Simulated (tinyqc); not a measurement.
Dead time and true rate from two light levels.

Inverse problem. A non-paralysable detector measures m = n/(1 + n td); dark counts are negligible. Find td and the true rate at the lower flux.

measured rates at a photon flux and at four times that flux (1/s): [1.1504425e6, 3.4210526e6]

Answer. 1/m = 1/n + td, so the difference of the inverse rates is 3/(4 n).

td = 100 ns
n = 1.30e6 1/s

tinyqc, about 0.01 s, one thread, Intel Xeon 2.30GHz (shared host): `OMP_NUM_THREADS=1 python tinyqc.py 2630016 2630017 out.jsonl`
